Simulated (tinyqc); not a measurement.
A square-lattice strip 3 sites wide, recursive Green functions: one step of the calculation.

The device has N = 3 slices of 3 site(s), nearest-neighbour hopping -t, and site energies U; the leads are semi-infinite continuations with site energy 0. V = <i+1|H|i> = -t 1.

Question. Slice 3. Forward pass: g_1 = (E - H_1 - Sigma)^(-1), g_i = (E - H_i - V g_(i-1) V^dagger)^(-1), with Sigma also subtracted on the last slice; G_(i,1) = g_i V G_(i-1,1), starting from g_1. H_i is the block of slice i: its site energies on the diagonal and -t between neighbouring rows.

Values chosen for this exercise:

| symbol | value | unit | meaning |
|---|---|---|---|
| t | 1 | eV | hopping (matrix element -t) |
| U | [-0.01, 0.09, 0.17, -0.24, -0.17, 0.1, 0.14, 0.24, -0.22] | eV | site energies, slice by slice (3 a slice) |
| E | 1.15 | eV | energy |

g_2 (1/eV):
```
                         1                       2                        3
1   0.42138952-0.57349108i  0.09760641+0.37911707i  -0.13474553+0.08313652i
2   0.09760641+0.37911707i  0.26630637-0.49568299i   0.17652561+0.34920573i
3  -0.13474553+0.08313652i  0.17652561+0.34920573i   0.37506461-0.67861831i
```

G_(2,1) (1/eV):
```
                         1                        2                        3
1   0.31666215+0.41803553i  -0.41548445-0.01007997i   0.04387640-0.46641042i
2  -0.40197929-0.03128974i   0.37434356-0.07402126i  -0.45165827+0.12901697i
3   0.01077067-0.46476549i  -0.47333289+0.13453023i   0.42965655+0.36334350i
```

Sigma (eV):
```
                         1                       2                        3
1   0.37440747-0.65688558i  0.21631933+0.35045467i  -0.20059253+0.16126783i
2   0.21631933+0.35045467i  0.17381494-0.49561775i   0.21631933+0.35045467i
3  -0.20059253+0.16126783i  0.21631933+0.35045467i   0.37440747-0.65688558i
```

Find: g_3; G_(3,1).

Answer.

g_3 (1/eV):
```
                1               2               3
1  0.1418-0.4541i  0.3024+0.1446i  0.1280+0.2252i
2  0.3024+0.1446i  0.2966-0.2866i  0.2173+0.1880i
3  0.1280+0.2252i  0.2173+0.1880i  0.1788-0.3950i
```

G_(3,1) (1/eV):
```
                 1                2                3
1  -0.2237+0.2092i   0.0304-0.1296i   0.3877-0.0309i
2   0.0031-0.1792i   0.1626+0.2522i  -0.0088-0.1928i
3   0.3168+0.0449i  -0.0129-0.1705i  -0.2086+0.2115i
```

Program tinyqc, `OMP_NUM_THREADS=1 python tinyqc.py 2660019 2660020 out.jsonl`; Intel Xeon 2.30GHz, shared host, one thread, about 0.01 s.
